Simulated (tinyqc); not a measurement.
One rectangular barrier with mass mismatch, transfer matrices: effect of the barrier width.

One electron of energy E comes from the left lead (band edge 0); no transverse momentum. Parabolic bands, masses in units of m0, C = hbar^2/(2 m0); psi and psi'/m are continuous at every interface. The right lead equals the left one.

For the pair (psi, psi'/m) a flat layer has M = [[cos kd, (m/k) sin kd], [-(k/m) sin kd, cos kd]] with k = sqrt(m (E - U)/C) above its edge U, and M = [[cosh Kd, (m/K) sinh Kd], [(K/m) sinh Kd, cosh Kd]] with K = sqrt(m (U - E)/C) below it. The matrices are multiplied with later layers to the left. With M acting on (psi, psi'/m) and v = k/m in each lead, T(E) = 4 vL vR/[(vL vR M12 - M21)^2 + (vR M11 + vL M22)^2]. For a thick barrier T(E) tends to c exp(-2Kd), c = 16 g^2/(1 + g^2)^2, g = (K/m1)/vL.

Values chosen for this exercise; masses and offsets close to those of InGaAs wells and InAlAs barriers: mass in the left lead mL = 0.041 m0; barrier height U1 = 0.52 eV; barrier mass m1 = 0.073 m0; electron energy E = 0.462 eV.

Constants: q = 1.602176634e-19 C, hbar = 1.054571817e-34 J s, m0 = 9.1093837015e-31 kg, hbar^2/(2 m0) = 0.0380998212 eV nm^2. Results are converted to the units shown.

Effect of the barrier width:
```
d1 (nm)	K d	T(E)	c exp(-2Kd)
0.9	0.3000	0.7263	0.5402
2.29	0.7634	0.2587	0.2139
3.67	1.223	0.09267	0.08522
5.06	1.687	0.03491	0.03373
6.45	2.150	0.01354	0.01335
7.84	2.614	0.005314	0.005286
9.22	3.074	0.002111	0.002106
10.61	3.537	8.345e-4	8.337e-4
12	4.000	3.301e-4	3.300e-4
```

T(E) falls from 0.726 to 3.30e-4. Here g = 0.266 and c = 0.984. The thick-barrier form is 26 % below the exact value at Kd = 0.30 and 0.034 % below it at Kd = 4.0; at the end T(E) loses 0.290 decades a nanometre, against 2K/ln 10 = 0.290.

Range of the model: Masses are held fixed, although real bands cease to be parabolic a few tenths of an eV from their edges (inside a barrier too).

Computed by the program tinyqc: `OMP_NUM_THREADS=1 python tinyqc.py 2560007 2560008 out.jsonl`, one thread of a shared Intel Xeon 2.30GHz, about 0.01 s for the whole run.
